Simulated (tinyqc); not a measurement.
Two-valley model of the transferred-electron effect. Changing the valley separation dE. Computed by tinyqc, a small Python program. Command: `OMP_NUM_THREADS=1 python tinyqc.py 3009719 3009720 out.jsonl gunn sweep`. One thread of a shared host (Intel(R) Xeon(R) Processor @ 2.30GHz), about 0.02 s of CPU time with the checks.

Both kinds of valley share one electron temperature T_e, and each has a constant mobility.

Inputs (values chosen for the exercise, modelled on In0.53Ga0.47As): central-valley mass m1 = 0.043 m_0; satellite-valley mass m2 = 0.27 m_0; satellite valleys Z = 4; central-valley mobility mu1 = 12000 cm^2/(V s); satellite-valley mobility mu2 = 210 cm^2/(V s); energy relaxation time tau_E = 1.3 ps; lattice temperature T = 77 K.

Solver: bisection.

Constants: k_B = 8.617333262e-05 eV/K.

Method. Density-of-states ratio R = Z (m2/m1)^(3/2); n2/n1 = R exp(-dE/(k_B T_e)); mean mobility mu = (mu1 + mu2 n2/n1)/(1 + n2/n1); energy balance e mu F^2 = (3/2) k_B (T_e - T)/tau_E; v = mu F. Using T_e as the parameter, F(T_e) = sqrt(3 k_B (T_e - T)/(2 e mu tau_E)) and v = mu F; find the first maximum and the next minimum of v, and the most negative dv/dF between them.

One run for each value; columns: (1) valley separation dE (eV); (2) threshold field (kV/cm); (3) peak velocity (1e7 cm/s); (4) peak-to-valley ratio; (5) T_e at the threshold (K):
```
(1)     (2)    (3)    (4)   (5)
0.13  1.564  1.378  1.439   294
0.17  1.801  1.642  1.485   374
0.23  2.112  1.974  1.523   496
0.31  2.470  2.346  1.550   660
0.41  2.856  2.741  1.569   864
0.55  3.324  3.214  1.584  1151
0.73  3.842  3.735  1.595  1521
0.97  4.441  4.334  1.603  2013
1.30  5.152  5.043  1.609  2690
```

Describe the trends.

Over the rows, threshold field (kV/cm) rises from 1.56 to 5.15 (exponent d ln y / d ln x about 0.52 throughout); peak velocity (1e7 cm/s) rises from 1.38 to 5.04 (exponent d ln y / d ln x 0.65 between the first rows and 0.52 between the last); peak-to-valley ratio rises from 1.44 to 1.61 (exponent d ln y / d ln x 0.12 between the first rows and 0.013 between the last).

Extremes, crossings and ranges named in words are read from the listed rows.
